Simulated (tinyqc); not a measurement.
Worked calculation: Slater-Koster d bands of an fcc metal. Values are carried at full precision from step to step, so a last printed digit may differ when a step is redone from the rounded ones.

Slater-Koster d bands. For a bond with direction cosines (l, m, n) the 5 x 5 block is dds Ps + ddp Pp + ddd (1 - Ps - Pp), the projectors on sigma, pi and delta states about the bond; for instance <xy|xy> = 3 l^2 m^2 dds + (l^2 + m^2 - 4 l^2 m^2) ddp + (n^2 + l^2 m^2) ddd, <xy|yz> = 3 l m^2 n dds + l n (1 - 4 m^2) ddp + l n (m^2 - 1) ddd and <3z2-r2|3z2-r2> = (n^2 - (l^2 + m^2)/2)^2 dds + 3 n^2 (l^2 + m^2) ddp + (3/4)(l^2 + m^2)^2 ddd. H(k) sums the blocks times cos(k.R) over the neighbours; the d level is the zero of energy; k in 2 pi/a.

Inputs chosen for the exercise (of the size met in Ni; not measured data): dds = -0.489 eV (dd sigma); ddp = 0.23 eV (dd pi); ddd = -0.068 eV (dd delta); k = (0.72, 0.16, 0.13) 2 pi/a (wave vector); Nd = 8 (d electrons per atom).

## The block of one bond

Direction (1,1,0)/sqrt2; its eigenvalues must be dds once, ddp twice and ddd twice.

block (eV), lower triangle:
```
             xy      yz      zx   x2-y2   3z2-r2
xy      -0.3837
yz            0  0.0810
zx            0  0.1490  0.0810
x2-y2         0       0       0  0.2300
3z2-r2   0.1823       0       0       0  -0.1732
```

## Levels at Gamma

Neighbours: twelve at (a/2)(1,1,0) and equivalents.

Summing the blocks at k = 0 gives E(t2g) = 3 dds + 4 ddp + 5 ddd, E(eg) = 1.5 dds + 6 ddp + 4.5 ddd.

levels (eV): t2g (threefold) -0.8870, eg (twofold) 0.3405

The t2g level lies lower, by 1.2275 eV.

## The Hamiltonian at one k

Sum over the neighbours.

H(k) (eV), lower triangle:
```
             xy       yz      zx    x2-y2  3z2-r2
xy       0.9285
yz      -0.1824  -1.6050
zx      -0.1140  -0.2212  0.9776
x2-y2         0  -0.1208  0.1932  -0.5774
3z2-r2  -0.2707   0.0698  0.1116   0.9703  0.5004
```

## Levels and character

Diagonalise H; t2g is xy, yz, zx and eg the other two.

levels (eV): -1.6661  -1.1383  0.7567  0.9001  1.3717

weights:
```
     band 1  band 2  band 3  band 4  band 5
t2g   0.947   0.061   0.538   0.957   0.497
eg    0.053   0.939   0.462   0.043   0.503
```

## Levels at points of symmetry

Coordinates: G (0, 0, 0), X (1, 0, 0), W (1, 0.5, 0), L (0.5, 0.5, 0.5), K (0.75, 0.75, 0); the others lie half way.

Levels (eV):

| k | band 1 | band 2 | band 3 | band 4 | band 5 |
|---|---|---|---|---|---|
| G | -0.887 | -0.887 | -0.887 | 0.341 | 0.341 |
| G-X 0.5 | -1.535 | -0.693 | 0.324 | 0.324 | 0.920 |
| X | -2.183 | -1.726 | 1.500 | 1.535 | 1.535 |
| W | -0.920 | -0.324 | -0.324 | 0.693 | 1.535 |
| L | -1.192 | -0.643 | -0.643 | 1.239 | 1.239 |
| L-G 0.5 | -1.040 | -0.461 | -0.461 | 0.486 | 0.486 |
| K | -1.524 | -0.779 | 0.720 | 0.870 | 1.316 |

On these points the bands run from -2.183 (X) to 1.535 eV (X and W).

## Second moment and the rectangular band

mu2 = z (dds^2 + 2 ddp^2 + 2 ddd^2)/5 per orbital, with z = 12. A rectangular band with the same mu2 has width W = sqrt(12 mu2), Fermi level W (Nd/10 - 1/2) and bond energy -W Nd (10 - Nd)/20 (Friedel).

mu2 = 0.8500 eV^2
W = 3.1938 eV
Fermi level = 0.9581 eV
bond energy per atom = -2.5550 eV

The bond energy is the attractive part alone; the repulsion between atoms, left out, cancels a large share of it in the cohesive energy.

## Checks

- Levels at Gamma from the formulas against H(0): they agree to 1e-10 or better.
- Second moment from the formula against the mean square level on the mesh: both 0.850006.

Computed by tinyqc, a small Python program: `OMP_NUM_THREADS=1 python tinyqc.py 1480608 1480609 out.jsonl` (the numbers bound the seed that draws the inputs); one thread of a shared host (Intel(R) Xeon(R) Processor @ 2.30GHz), about 0.06 s for the whole set of steps.
